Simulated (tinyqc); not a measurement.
Thermal displacements in the Debye model: Debye-Waller factors, bond-length spread and the Lindemann rule: one step, computed by the program tinyqc.

A Debye spectrum with three branches of one velocity, cut at k_B Theta; 2 atoms per cube, nearest neighbours at d = 0.866025 a.

Task: Spread of the bond length. Correlated Debye model: sigma^2 = (3 hbar^2/(M k_B Theta)) int_0^1 s coth(s Theta/(2T)) [1 - sin(s q_D R)/(s q_D R)] ds for two atoms at distance R, q_D = (6 pi^2 n)^(1/3), n atoms per volume; uncorrelated motion would give 2 <u_x^2>. An EXAFS amplitude is damped by exp(-2 k^2 sigma^2).

Inputs (values chosen for the exercise, modelled on tungsten): atomic mass M = 183.84 u; Debye temperature Theta = 329 K; lattice constant a = 3.165 angstrom; temperature T = 450 K; photoelectron wave number k = 4.7 1/angstrom.

Structure: bcc.

<u_x^2> = 0.003339560 angstrom^2

Constants: hbar^2/u = 4.18015928e-03 eV angstrom^2; k_B = 8.617333262e-05 eV/K.

Give: sigma^2 of the nearest bond; correlation 1 - sigma^2/(2 <u_x^2>); EXAFS damping.

Result:

sigma^2 of the nearest bond = 0.004033 angstrom^2

correlation 1 - sigma^2/(2 <u_x^2>) = 0.3962

EXAFS damping = 0.8368

Neighbours move partly together, which removes 40 % of the uncorrelated spread.
